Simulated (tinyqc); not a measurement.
Pair of shallow donors (hydrogen-like orbitals): one step. Distance and integrals. Two cases, with inputs chosen for the exercise.

Problem. Give Ha*, R, x, S, j, k and v.

Each donor has the orbital exp(-r/a); energy unit Ha* = q/(eps a), q = e^2/(4 pi eps0), so that a lone donor is bound by Ha*/2; x = R/a. One electron: S = (1 + x + x^2/3) exp(-x), j = 1/x - (1 + 1/x) exp(-2x), k = (1 + x) exp(-x); levels E(+/-) = -1/2 - (j +/- k)/(1 +/- S) in Ha*, without the repulsion of the ions, split by D = |E(-) - E(+)|. In six valleys the overlaps S and k are multiplied by v = [cos(K Rx) + cos(K Ry) + cos(K Rz)]/3, K = k0 (2 pi/a_lat), for isotropic envelopes and the symmetric valley state.

Constants: e^2/(4 pi eps0) = 14.39964547 eV angstrom.

Give: Ha*; R; x; S, j, k; v.

Case 1.

Values chosen (near those of two donors in Si; not measured data): a = 18.1 angstrom (orbital radius); eps = 11.4 (dielectric constant); n = (14.25, 0.25, 0.25) a_lat (separation vector); a_lat = 5.431 angstrom (lattice constant); k0 = 0.85 2 pi/a_lat (valley position).

Solution.

Ha* = 69.786 meV
R = 77.42 angstrom
x = 4.2771

S, j, k: 0.15792  0.23357  0.07326

v = 0.4091

Case 2.

Values chosen (near those of two donors in Si; not measured data): a = 16 angstrom (orbital radius); eps = 11.3 (dielectric constant); n = (17, 1, 0) a_lat (separation vector); a_lat = 5.431 angstrom (lattice constant); k0 = 0.842 2 pi/a_lat (valley position).

Solution.

Ha* = 79.644 meV
R = 92.49 angstrom
x = 5.7804

S, j, k: 0.05532  0.17299  0.02093

v = 0.3850

Computed by tinyqc, one run a case: `OMP_NUM_THREADS=1 python tinyqc.py N N+1 out.jsonl` with N = 1281712, 1281947; one thread of a shared Intel(R) Xeon(R) Processor @ 2.30GHz, about 0.01 s a run at most.
